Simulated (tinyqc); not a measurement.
Octagonal on-chip spiral inductor, lumped pi model: one step of the calculation.

Outer diameter do = di + 2 n wd + 2 (n - 1) sp, mean da = (do + di)/2, fill p = (do - di)/(do + di), length l = 3.314 n da. L = 2.25 mu0 n^2 da/(1 + 3.55 p), mu0 = 4 pi 1e-7 H/m. Rs = rho l/(wd delta (1 - exp(-th/delta))), delta = sqrt(rho/(pi f mu0)). Cs = n wd^2 eps0 eo/hu across the coil. At each end Cox = l wd eps0 eo/(2 ho) leads to the substrate branch Rsi = 2 rs he/(l wd) in parallel with Csi = l wd eps0 11.7/(2 he). With one end grounded Y = 1/(Rs + i w L) + i w Cs + 1/[1/(i w Cox) + 1/(1/Rsi + i w Csi)], w = 2 pi f; Q = -Im Y/Re Y. Eddy currents in neighbouring turns and in the substrate are left out.

Question. Geometry and model elements. do, l, L, delta, Rs, Cs, Cox, Rsi and Csi as defined.

Inputs (values chosen for the exercise); values of the order met in silicon radio-frequency processes: number of turns n = 1.5; line width wd = 4 um; space between turns sp = 3 um; inner diameter di = 80 um; metal thickness th = 4 um; metal resistivity rho = 2.2 uohm cm; oxide below the coil ho = 3.1 um; oxide between coil and underpass hu = 1.2 um; relative permittivity of the oxide eo = 4.1; substrate resistivity rs = 100 ohm cm; effective spreading depth in the substrate he = 30 um; frequency f = 1.9 GHz.

Constants: eps0 = 8.8541878128e-12 F/m. Results are converted to the units shown.

Wanted: do; l; L; delta; Rs; Cs; Cox; Rsi; Csi.

Answer.

do = 95.00 um
l = 435.0 um
L = 0.4268 nH
delta = 1.713 um
Rs = 1.547 ohm
Cs = 0.7260 fF
Cox = 10.19 fF
Rsi = 3.449e4 ohm
Csi = 3.004 fF

Numbers from tinyqc (`OMP_NUM_THREADS=1 python tinyqc.py 2302219 2302220 out.jsonl`; about 0.01 s on one thread of a shared Intel Xeon 2.30GHz).
